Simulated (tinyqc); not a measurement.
Tersoff bond-order potential: one step, computed by the program tinyqc. Command: `OMP_NUM_THREADS=1 python tinyqc.py 3005841 3005842 out.jsonl tersoff walk`. One thread of a shared host (Intel(R) Xeon(R) Processor @ 2.30GHz), about 0.01 s of CPU time with the checks.

E = (1/2) sum_(i, j != i) [A exp(-lambda r_ij) - b_ij B exp(-mu r_ij)], b_ij = (1 + (beta zeta_ij)^n)^(-1/(2n)), zeta_ij = sum_(k != i, j) g(theta_ijk), g = 1 + c^2/d^2 - c^2/(d^2 + (h - cos theta)^2), with theta at atom i. Only nearest neighbours count (cut-off function 1 for them, 0 beyond).

Problem. The diamond lattice. zeta = 3 g(cos theta = -1/3). With z equal bonds of order b, r = ln(lambda A/(mu b B))/(lambda - mu) and E per atom = -(z/2) b B exp(-mu r)(1 - mu/lambda). a0 = 4 r/sqrt3; B0 = phi''(r)/(3 a0) with phi'' = mu (lambda - mu) b B exp(-mu r), since b does not change under uniform scaling.

Inputs (values chosen for the exercise, modelled on silicon):
```
quantity     value        unit
A           1829.7          eV
B           474.81          eV
lambda      2.4799  1/angstrom
mu          1.7322  1/angstrom
beta      1.12e-06           -
n           0.7868           -
c           100900           -
d            16.35           -
h          -0.6131           -
```

Constants: 1 eV/angstrom^3 = 160.2176634 GPa.

Give: zeta; bond order b; bond length; energy per atom of the diamond lattice; lattice constant a0; bulk modulus B0.

Solution.

zeta = 33445

bond order b = 0.9548

bond length = 2.346 angstrom

energy per atom of the diamond lattice = -4.699 eV

lattice constant a0 = 5.418 angstrom

bulk modulus B0 = 99.48 GPa
